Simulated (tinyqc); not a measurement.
Hydrogen passivation of interface dangling bonds: competing passivation and dissociation with distributed barriers: one step, computed by the program tinyqc. Command: `OMP_NUM_THREADS=1 python tinyqc.py 3007418 3007419 out.jsonl passiv walk`. One thread of a shared host (Intel(R) Xeon(R) Processor @ 2.30GHz), about 0.01 s of CPU time with the checks.

P_b + H2 gives P_bH + H at the rate k_f [H2]; P_bH gives P_b + H at the rate k_d. All defects start unpassivated. E_f and E_d are Gaussian and independent.

Task: Single barriers. [H2] = solubility factor x p; a = k_f0 [H2] exp(-E_f/(k_B T)), d = k_d0 exp(-E_d/(k_B T)). For one pair of barriers the active share is y = [d + a exp(-(a + d) t)]/(a + d). Temperatures in kelvin are T(C) + 273.15.

Inputs (values chosen for the exercise, close to those used for P_b centres at the silicon-oxide interface):
```
quantity                                      value          unit
passivation prefactor k_f0                  8.7e-07        cm^3/s
mean passivation barrier E_f                   1.65            eV
spread sigma_f                                0.099            eV
dissociation prefactor k_d0                 3.7e+12           1/s
mean dissociation barrier E_d                  2.61            eV
spread sigma_d                                 0.11            eV
H2 in the oxide per atm, solubility factor  9.6e+17  1/(cm^3 atm)
hydrogen pressure p                            0.05           atm
anneal temperature T                            200             C
anneal time t                                  1100             s
```

Constants: k_B = 8.617333262e-05 eV/K.

Give: passivation rate a; dissociation rate d; a t; steady active share d/(a + d); active share, single barriers.

Result:

passivation rate a = 1.1110e-07 1/s

dissociation rate d = 5.8569e-16 1/s

a t = 1.2221e-04

steady active share d/(a + d) = 5.2718e-09

active share, single barriers = 0.99988

The anneal is too short or cold to finish.
